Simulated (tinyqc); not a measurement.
## Body thickness for a wanted scale length

Inverse problem. A double-gate structure has tan(pi ti/Lambda) tan(pi ts/(2 Lambda)) = ei/eps_r, both angles below pi/2. Find ts.

Parameters, values chosen for the exercise; permittivities: semiconductor close to that of silicon, insulator close to that of silicon dioxide:
```
symbol  value  unit                                     meaning
eps_r    11.6        relative permittivity of the semiconductor
ei       3.91            relative permittivity of the insulator
ti        1.8    nm                         insulator thickness
```

Lambda = 20.743953 nm

Solution. The condition is explicit in ts: an arctangent, taken between 0 and pi/2.

ts = 11.6 nm

Program tinyqc, `OMP_NUM_THREADS=1 python tinyqc.py 2420101 2420102 out.jsonl`; Intel Xeon 2.30GHz, shared host, one thread, about 0.01 s.
